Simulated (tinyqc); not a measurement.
Which input was changed? Model: field-effect mobility of a thin-film transistor with band-tail and deep states (multiple trapping). Computed by tinyqc, a small Python program. Command: `OMP_NUM_THREADS=1 python tinyqc.py 3012814 3012815 out.jsonl tft which`. One thread of a shared host (Intel(R) Xeon(R) Processor @ 2.30GHz), about 0.3 s of CPU time with the checks.

A thick film in accumulation at small drain voltage. Only free electrons move; trapped ones still screen the gate. N_c and mu_0 are held fixed when T changes, leaving out the T^(3/2) growth of N_c. x = E_0 - psi is the distance of the Fermi level below the band edge.

Inputs (values chosen for the exercise, modelled on amorphous In2O3): permittivity eps = 9; effective density of states N_c = 4e+18 1/cm^3; band mobility mu_0 = 53 cm^2/(V s); tail density at the edge g_t = 7.8e+19 1/(eV cm^3); tail width E_t = 34 meV; deep-state density g_d = 3.7e+15 1/(eV cm^3); flat-band Fermi level below the edge, E_0 = 0.6 eV; equivalent oxide thickness t = 19 nm; surface band bending psi_s as a fraction of E_0 = 0.9; temperature T = 200 K.

Deep states: included.

Constants: k_B = 8.617333262e-05 eV/K; e = 1.602176634e-19 C; eps_0 = 8.8541878128e-12 F/m.

Method:
- F_j(eta) = int_0^infinity x^j/(1 + exp(x - eta)) dx, without a gamma-function factor.
- Integrals over x = E/(k_B T) use 160 Gauss-Legendre points in u = sqrt(x) from 0 to sqrt(max(eta, 0) + 32).
- Free n(x) = N_c (2/sqrt(pi)) F_1/2(-x/k_B T), with F_1/2 from its two-term series in exp(-x/k_B T) for x >= 12 k_B T; tail n_t(x) = int_0^1.2eV g_t exp(-E/E_t)/(1 + exp((x - E)/k_B T)) dE, E counted down from the edge, 120 Gauss-Legendre points; deep charge g_d psi; space charge rho(psi) = n + n_t + g_d psi less its value at psi = 0.
- Poisson: F(psi) = sqrt((2 e/(eps eps_0)) int_0^psi rho dpsi'); V_G - V_FB = psi_s + eps F(psi_s) t/3.9; free sheet density N_f = int (n - n(E_0))/F dpsi; induced sheet density N_i = eps eps_0 F(psi_s)/e; trapezoid rule on 301 even points in psi, the first interval left out of N_f.
- mu_eff = mu_0 N_f/N_i; field-effect mobility mu_FE = mu_0 e (dN_f/dV_G)/C_ox and swing S = dV_G/dlog10(N_f), by a central difference of +/- 2 mV in psi_s; C_ox = 3.9 eps_0/t.

Problem. One of these inputs alone was changed, within the range given: effective density of states N_c (2e+18 to 8e+18); tail density at the edge g_t (3.9e+19 to 1.56e+20); tail width E_t (17 to 68); equivalent oxide thickness t (9.5 to 38). Which one, and to what value?

Results:
```
run     swing S (mV/decade)  effective mobility mu_eff (cm^2/(V s))  free sheet density N_f (1/cm^2)
before             404.0992                                2.882282                     2.755605e+10
after              472.4578                                2.882282                     2.755605e+10
```

Solution.

Each candidate set to reproduce swing S, and what it then gives:
```
candidate                                        range searched  value needed  effective mobility mu_eff (cm^2/(V s))  free sheet density N_f (1/cm^2)
effective density of states N_c (1/cm^3)         2e+18 to 8e+18  out of reach                                       -                                -
tail density at the edge g_t (1/(eV cm^3))  3.9e+19 to 1.56e+20      1.213e20                                  1.9213                       2.2480e+10
tail width E_t (meV)                                   17 to 68  out of reach                                       -                                -
equivalent oxide thickness t (nm)                     9.5 to 38         22.70                                  2.8823                       2.7556e+10
```

Only equivalent oxide thickness t fits every result: it went from 19 to 22.7 nm. The next best candidate, tail density at the edge g_t, misses one result by 33 %.
